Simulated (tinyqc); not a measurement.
Worked calculation: defect equilibria of an oxide against oxygen pressure (mass action). Computed by tinyqc, a small Python program that keeps every step. Command: `OMP_NUM_THREADS=1 python tinyqc.py 3030795 3030796 out.jsonl brouwer walk`. One thread of a shared host (Intel(R) Xeon(R) Processor @ 2.30GHz), about 0.01 s of CPU time with the checks. Intermediate numbers are printed to about 6 digits and carried at full precision; extremes and crossings named in words are read from the listed rows.

Defects: oxygen vacancies V (charge +2), electrons n, holes p, the ionic partner X = O_i'' (charge -2). Activities are taken equal to concentrations.

Inputs (values chosen for the exercise, for a model oxide): reduction enthalpy H_r = 2.81 eV; prefactor K_r0 = 3e+67 cm^-9 atm^(1/2); gap E_g = 3.85 eV; prefactor N_c N_v = 1.7e+41 cm^-6; disorder enthalpy H_s = 2.09 eV; prefactor K_s0 = 1.1e+44 cm^-6; dopant density N_d = 0 cm^-3; temperature T = 1300 K; oxygen pressure P = 2e-07 atm; electron mobility mu_n = 0.052 cm^2/(V s); hole mobility mu_p = 0.087 cm^2/(V s); vacancy diffusion prefactor D_0 = 0.064 cm^2/s; vacancy migration energy E_m = 0.57 eV.

Ionic disorder: anion Frenkel. Dopant (singly charged, fully ionised): none.

Constants: k_B = 8.617333262e-05 eV/K; e = 1.602176634e-19 C.

## Equilibrium constants

K_r = K_r0 exp(-H_r/k_B T) = [V] n^2 P^(1/2); K_i = N_c N_v exp(-E_g/k_B T) = n p; K_s = K_s0 exp(-H_s/k_B T) = [X] [V].

K_r = 3.83219e+56 cm^-9 atm^(1/2)

K_i = 2.01814e+26 cm^-6

K_s = 8.68921e+35 cm^-6

## Trial electron densities

Neutrality: 2 [V] + p = n + 2 [X]. With n as the unknown, [V] = K_r/(n^2 P^(1/2)), p = K_i/n, [X] = K_s/[V]; the log ratio is ln(positive/negative).

Densities (cm^-3):
```
n                 [V]            p          [X]  log ratio
1.00e+18  8.56903e+23  2.01814e+08  1.01402e+12    14.3542
1.00e+19  8.56903e+21  2.01814e+07  1.01402e+14     7.4465
1.00e+20  8.56903e+19  2.01814e+06  1.01402e+16     0.5385
1.00e+21  8.56903e+17  2.01814e+05  1.01402e+18    -6.3711
1.00e+22  8.56903e+15  2.01814e+04  1.01402e+20   -13.2969
```

## Solution at the given pressure

The root is found by 60 bisections in ln n between n = 1e-10 and 1e25 cm^-3.

n = 1.19661e+20 cm^-3

[V] = 5.98450e+19 cm^-3

p = 1.68655e+06 cm^-3

[X] = 1.45195e+16 cm^-3

The largest terms give the Brouwer balance 2 [V] = n; the smaller of the two terms is 100 % of the total charge of one sign.

## Conductivities

sigma_n = e n mu_n, sigma_p = e p mu_p, sigma_ion = 2 e [V] mu_V with mu_V = 2 e D/(k_B T) and D = D_0 exp(-E_m/k_B T); only the oxygen vacancies carry ionic current, and the ionic transport number is sigma_ion over the total.

sigma_n = 0.996933 S/cm

sigma_p = 2.35087e-14 S/cm

sigma_ion = 0.135180 S/cm

total conductivity = 1.13211 S/cm

ionic transport number = 0.119405

The conductor is mainly n-type electronic here.

## Brouwer diagram

The slope is d log n / d log P from this row and the one above; the last column names the largest term on each side. Pressures that give more than 3e21 cm^-3 are left out.

Log10 of the densities in cm^-3:
```
log10 P (atm)        n      [V]        p      [X]  slope of n    balance
-12            20.9615  20.6605  5.34346  15.2785           -  2 [V] = n
-8             20.2948  19.9938  6.01014  15.9452   -0.166670  2 [V] = n
-4             19.6279  19.3277  6.67707  16.6113   -0.166733  2 [V] = n
0              18.9557  18.6721  7.34927  17.2669   -0.168050  2 [V] = n
```

Regimes: 2 [V] = n from log P = -12 to 0, where that balance predicts a slope of -1/6 and the table comes as close as -0.167. Rows with n or p near or above sqrt(N_c N_v) are degenerate, and n p = K_i is then only nominal.

## Conductivity against oxygen pressure

The formulas are those given above.

Log10 of the conductivities in S/cm:
```
log10 P (atm)    n-type    p-type     ionic     total  ionic transport number
-12             0.88221  -14.5123   0.01435   0.93742                0.119380
-8              0.21553  -13.8456  -0.65229   0.27074                0.119389
-4             -0.45141  -13.1787  -1.31843  -0.39609                0.119582
0              -1.12360  -12.5065  -1.97403  -1.06627                0.123664
```

The ionic transport number stays at or below about 0.12: no electrolytic window. The total has no minimum inside this range.

Checks made by the program: the three mass-action laws (relative difference below 1e-10).
